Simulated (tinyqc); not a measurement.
Width of the well: polar nitride quantum well with polarisation fields.

Growth along [0001]. e_par = (a_sub - a)/a, Ppz = 2 e_par (e31 - e33 C13/C33), P = Psp + Ppz in each layer; strain relaxation and the strain shift of the gaps are left out, although thick layers with more than about 1 % mismatch would relax.

In a periodic stack without free charge the potential drop over a period vanishes: F_w = (P_b - P_w) Lb/(eps0 (eps_w Lb + eps_b Lw)), F_b = -F_w Lw/Lb, eps0 = 8.8541878e-12 F/m; 1 MV/cm = 1e8 V/m = 0.01 V/angstrom.

Envelope functions on cells of 0.25 angstrom over barrier, well, barrier (widths Lb, Lw, Lb), psi = 0 beyond, psi'/m continuous (mean mass between points), c = hbar^2/2m0. With u(z) the integral of e F (F_w in the well, F_b = -F_w Lw/Lb in the barriers, 1 MV/cm = 0.01 V/angstrom), zero at the centre of the well, the electron sees u plus Vc in the barriers and the hole -u plus Vv. The transition is Eg + E_e + E_h; excitons are left out.

Constants: hbar^2/2m0 = 3.80998211 eV angstrom^2; hc = 1239.841984 eV nm.

Parameters, chosen for this exercise (near those of a GaN well in AlGaN; not measured data):
- a_w = 3.189 angstrom (lattice constant a, well)
- a_b = 3.174 angstrom (lattice constant a, barrier)
- a_sub = 3.189 angstrom (in-plane lattice constant of the stack)
- Psp_w = -0.0331 C/m^2 (spontaneous polarisation)
- Psp_b = -0.0413 C/m^2 (spontaneous polarisation)
- e31_w = -0.323 C/m^2
- e31_b = -0.372 C/m^2
- e33_w = 0.661 C/m^2
- e33_b = 0.861 C/m^2
- C_w = 0.262 (C13/C33)
- C_b = 0.27 (C13/C33)
- eps_w = 10.4 (dielectric constant)
- eps_b = 10.4 (dielectric constant)
- Lb = 45 angstrom (barrier width)
- Eg = 3.44 eV (gap of the well)
- Vc = 0.294 eV (conduction offset)
- Vv = 0.138 eV (valence offset)
- me = 0.2 m0 (electron, well)
- meb = 0.224 m0 (electron, barrier)
- mh = 1.97 m0 (hole, everywhere)
- Ls = (10, 15, 20, 25, 30, 40, 50) angstrom (well widths)

Field, levels and overlap anew for each width.

Results:
```
Lw (angstrom)  F_w (MV/cm)  E (eV)  E without field (eV)  overlap^2  ln overlap^2
10                  -1.236  3.6961                3.7111      0.702         -0.35
15                  -1.133  3.6131                3.6412      0.646         -0.44
20                  -1.046  3.5488                3.5932      0.521         -0.65
25                  -0.971  3.4972                3.5598      0.379         -0.97
40                  -0.800  3.3865                3.5053     0.0949         -2.35
50                  -0.716  3.3333                3.4872     0.0290         -3.54
```

Give the missing row, Lw (angstrom) = 30.

Computed row:
```
Lw (angstrom)  F_w (MV/cm)  E (eV)  E without field (eV)  overlap^2  ln overlap^2
30                  -0.907  3.4545                3.5359      0.254         -1.37
```

The red shift grows from 15 to 154 meV. The line drops below Eg between 30 and 40 angstrom, which a square well can never do. Over the last two rows dE/dLw = -5.3 meV per angstrom, against -|e F_w| = -7.2 in the last row; the field itself weakens by 42 % over the table, since a wider well shares the drop with the barrier. The overlap falls by a factor 24.2.

tinyqc: `OMP_NUM_THREADS=1 python tinyqc.py 1281021 1281022 out.jsonl`; about 0.07 s, one thread, shared Intel(R) Xeon(R) Processor @ 2.30GHz.
